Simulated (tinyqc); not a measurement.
What each parameter does: heterojunction of two tight-binding chains.

Left chain: hopping -t1, sites at 2 t1 (band bottom 0). Right chain: hopping -t2, sites at dE + 2 t2 (bottom dE). t = c/(m a^2), c = hbar^2/2m0. The bond across the interface is -tc with tc = f sqrt(t1 t2), and the last left site has the extra energy U. In a chain E = bottom + 2t (1 - cos(ka)); the surface Green function of a half chain is g = -exp(ika)/t, with Im k > 0 where cos(ka) > 1.

Constants: hbar^2/2m0 = 3.80998211 eV angstrom^2.

Parameters, chosen for this exercise (masses and offset of the size met at InAs / GaSb; the results hold for these values, not for the real material):
- a = 5.65 angstrom (site spacing)
- m1 = 0.025 m0 (mass on the left)
- m2 = 0.04 m0 (mass on the right)
- dE = 0.73 eV (band offset)
- f = 1 (factor on the interface hopping)
- U = -0.54 eV (extra energy on the last left site)
- E = 0.815 eV (electron energy)

T = 4 Im(S1) Im(S2) |G|^2 with G = 1/(E - 2 t1 - U - S1 - S2), S1 = -t1 exp(i k1 a), S2 = -(tc^2/t2) exp(i k2 a).

Results for these values:

| case | T | k1 a | k2 a |
|---|---|---|---|
| base | 0.7520 | 0.4162 | 0.1690 |

What happens to each result for U = -0.34 eV, all else kept?

Answer: T rises from 0.7520 to 0.7816; k1 a does not change at the printed digits; k2 a does not change at the printed digits.

The same for each parameter in turn:

| case | T | k1 a | k2 a |
|---|---|---|---|
| base | 0.7520 | 0.4162 | 0.1690 |
| m1 = 0.03 m0 | 0.7043 | 0.4566 | 0.1690 |
| m2 = 0.048 m0 | 0.7853 | 0.4162 | 0.1852 |
| dE = 0.68 eV | 0.8340 | 0.4162 | 0.2131 |
| f = 0.9 | 0.7540 | 0.4162 | 0.1690 |
| U = -0.34 eV | 0.7816 | 0.4162 | 0.1690 |
| a = 4.52 angstrom | 0.7768 | 0.3321 | 0.1351 |

tinyqc: `OMP_NUM_THREADS=1 python tinyqc.py 1451530 1451531 out.jsonl`; about 0.01 s, one thread, shared Intel(R) Xeon(R) Processor @ 2.30GHz.
